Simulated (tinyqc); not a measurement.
# Inputs raised by 2 %, one at a time

Model: cluster expansion of a binary alloy: correlations, fit, cross-validation and ground states. Computed by tinyqc, a small Python program. Command: `OMP_NUM_THREADS=1 python tinyqc.py 3001014 3001015 out.jsonl clex sens`. One thread of a shared host (Intel(R) Xeon(R) Processor @ 2.30GHz), about 0.3 s of CPU time with the checks.

s = +1 for A and -1 for B. Energy per site E = J0 + J1 P(point) + sum over clusters of m V P, with P the mean product of spins; V > 0 on a pair favours unlike neighbours. Clusters per site m: pair 1 6, pair 2 3, pair 3 12, triplet 8; the triplet is the triangle of first neighbours. Formation energies are counted from the line between pure A and pure B, which removes J0 and J1.

Inputs (values chosen for the exercise, for a model alloy): first-pair interaction V1 = 14.8 meV; second-pair interaction V2 = -3.4 meV; third-pair interaction V3 = -0.038 meV; triplet interaction Vt = 3.7 meV; noise amplitude = 1.6 meV/site; temperature T = 940 K; fraction x of B = 0.24.

Lattice: fcc.

correlations P, counted on periodic cells, rows A, A3B L1_2, A3B D0_22, A3B (001) layers, A2B (001) layers, AB L1_0, AB L1_1, A2B2 (001) layers, AB2 (001) layers, AB3 L1_2, AB3 D0_22, AB3 (001) layers, B, columns point, pair 1, pair 2, pair 3, triplet:
```
[[1.000000, 1.000000, 1.000000, 1.000000, 1.000000],
 [0.500000, 0.000000, 1.000000, 0.000000, -0.500000],
 [0.500000, 0.000000, 0.666667, 0.333333, -0.500000],
 [0.500000, 0.333333, 0.666667, 0.000000, 0.500000],
 [0.333333, 0.111111, 0.555556, -0.333333, 0.333333],
 [0.000000, -0.333333, 1.000000, -0.333333, 0.000000],
 [0.000000, 0.000000, -1.000000, 0.000000, 0.000000],
 [0.000000, 0.333333, 0.333333, -0.333333, 0.000000],
 [-0.333333, 0.111111, 0.555556, -0.333333, -0.333333],
 [-0.500000, 0.000000, 1.000000, 0.000000, 0.500000],
 [-0.500000, 0.000000, 0.666667, 0.333333, 0.500000],
 [-0.500000, 0.333333, 0.666667, 0.000000, -0.500000],
 [-1.000000, 1.000000, 1.000000, 1.000000, -1.000000]]
```

standard normal numbers for the noise (0 for the pure ends): A 0.000, A3B L1_2 -0.731, A3B D0_22 0.819, A3B (001) layers -1.114, A2B (001) layers 1.252, AB L1_0 -0.863, AB L1_1 -0.652, A2B2 (001) layers 0.201, AB2 (001) layers 0.261, AB3 L1_2 -0.123, AB3 D0_22 0.136, AB3 (001) layers -0.597, B 0.000

Constants: k_B = 8.617333262e-05 eV/K.

Method:
- Design matrix of formation energies: m (P - 1) for pairs and m (P(triplet) - P(point)) for the triplet; x = (1 - P(point))/2.
- Exact: X V with V = (V1, V2, V3, Vt). The data to fit add the noise amplitude times the normal numbers, standing for what the clusters leave out.
- Leave out pair 3: A = X^T X and b = X^T E (E being the data with noise) over these three columns; solve A V = b. The root-mean-square error runs over the structures between the pure ends.
- For each set, H = X (X^T X)^-1 X^T over the structures between the ends; residual e = E - H E; leave-one-out error e_i/(1 - H_ii); both as root mean squares.
- Height above the hull = E less the lowest straight line between two structures that bracket x (or the lowest structure at the same x). The three-term fit is X V with the fitted values.
- Random alloy: P(pair) = p^2, P(triplet) = p^3, p = 1 - 2x, so H_mix = (p^2 - 1) sum m V(pairs) + (p^3 - p) m Vt; G_mix = H_mix + k_B T [x ln x + (1 - x) ln(1 - x)]. To first order in 1/T the Warren-Cowley parameter of shell 1 is alpha_1 = -(1 - p^2) V_eff/(k_B T), V_eff = V1 + (number of triplets on a first-neighbour bond) p Vt, that number being 4.

Runs; columns: (1) input moved; (2) from; (3) to; (4) mixing enthalpy H_mix (meV/site); (5) mixing free energy G_mix (meV/site); (6) leave-one-out error without pair 3 (meV/site); (7) lowest exact formation energy (meV/site):
```
(1)                                  (2)       (3)      (4)      (5)     (6)      (7)
base run                               -         -  -68.244  -112.88  2.0080  -117.94
first-pair interaction V1 (meV)     14.8    15.096  -69.540  -114.18  2.0080  -120.16
second-pair interaction V2 (meV)    -3.4    -3.468  -68.095  -112.73  2.0080  -117.94
third-pair interaction V3 (meV)   -0.038  -0.03876  -68.237  -112.88  2.0112  -117.93
triplet interaction Vt (meV)         3.7     3.774  -68.468  -113.11  2.0080  -118.54
noise amplitude (meV/site)           1.6     1.632  -68.244  -112.88  2.0450  -117.94
fraction x of B                     0.24    0.2448  -68.959  -114.04  2.0080  -117.94
temperature T (K)                    940     958.8  -68.244  -113.78  2.0080  -117.94
```

Exponents ln(y'/y) / ln(x'/x); columns: (1) input; (2) mixing enthalpy H_mix; (3) mixing free energy G_mix; (4) leave-one-out error without pair 3; (5) lowest exact formation energy:
```
(1)                            (2)     (3)    (4)     (5)
first-pair interaction V1    0.950   0.576  0.000   0.940
second-pair interaction V2  -0.110  -0.067  0.000   0.000
third-pair interaction V3   -0.005  -0.003  0.080  -0.004
triplet interaction Vt       0.166   0.100  0.000   0.253
noise amplitude              0.000   0.000  0.922   0.000
fraction x of B              0.526   0.515  0.000   0.000
temperature T                0.000   0.398  0.000   0.000
```

Among the inputs moved here: mixing enthalpy H_mix answers most in size to first-pair interaction V1 (exponent +0.950), next to fraction x of B (+0.526); its exponent is below 0.0005 for noise amplitude, temperature T. mixing free energy G_mix answers most in size to first-pair interaction V1 (exponent +0.576), next to fraction x of B (+0.515); its exponent is below 0.0005 for noise amplitude. Leave-one-out error without pair 3 answers most in size to noise amplitude (exponent +0.922), next to third-pair interaction V3 (+0.080); its exponent is below 0.0005 for first-pair interaction V1, second-pair interaction V2, triplet interaction Vt, fraction x of B, temperature T. lowest exact formation energy answers most in size to first-pair interaction V1 (exponent +0.940), next to triplet interaction Vt (+0.253); its exponent is below 0.0005 for second-pair interaction V2, noise amplitude, fraction x of B, temperature T.

Caution (rows base run, first-pair interaction V1, second-pair interaction V2, third-pair interaction V3, triplet interaction Vt, noise amplitude, fraction x of B): G_mix lies above the hull of the ordered structures at this x, so the random alloy is not the equilibrium state at T.

Extremes, crossings and ranges named in words are read from the listed rows.
